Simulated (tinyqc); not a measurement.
Finnis-Sinclair potential for a bcc metal: fit to cohesion and elasticity, then vacancy, surfaces and structure: one step, computed by the program tinyqc. Command: `OMP_NUM_THREADS=1 python tinyqc.py 3112292 3112293 out.jsonl fsfit walk`. One thread of a shared host (Intel(R) Xeon(R) Processor @ 2.30GHz), about 0.01 s of CPU time with the checks.

E = (1/2) sum V(r) - A sqrt(rho), rho = sum phi(r), phi = (r - d)^2 for r < d, V = (r - c)^2 (c0 + c1 r + c2 r^2) for r < c. In bcc the 8 first neighbours lie at sqrt(3) a/2 and the 6 second at a; both cut-offs lie below the third shell; Omega = a^3/2; E is per atom and z the number of atoms in a shell. The four constants A, c0, c1, c2 are fitted to E_c, zero pressure, B and C12 - C44 alone, so C44 and C11 - C12 are not matched singly; defects are unrelaxed.

Problem. Unrelaxed vacancy. E_v = -A sum_shells z [sqrt(rho - phi(r)) - sqrt(rho)] - (1/2) sum z V(r): the neighbours lose one bond each, and the atom is put back in the bulk.

Inputs (values chosen for the exercise, modelled on tantalum):

| quantity | value | unit |
|---|---|---|
| lattice constant a | 3.306 | angstrom |
| cohesive energy E_c | 8.19 | eV |
| density cut-off d/a | 1.24 | - |
| pair cut-off c/a | 1.264 | - |

c0, c1, c2 (eV/angstrom^2, eV/angstrom^3, eV/angstrom^4): 1.439654  -0.122878  -0.089162

A = 2.698595 eV/angstrom

rho = 16.00597 angstrom^2

Give: V at the two shells; phi at the two shells; vacancy energy E_v; E_v/E_c.

Solution.

V at the two shells (eV): 0.6179  0.0449

phi at the two shells (angstrom^2): 1.529  0.630

vacancy energy E_v = 2.908 eV

E_v/E_c = 0.3551

A pair potential would give E_v = E_c; the square root lowers the ratio to 0.36.
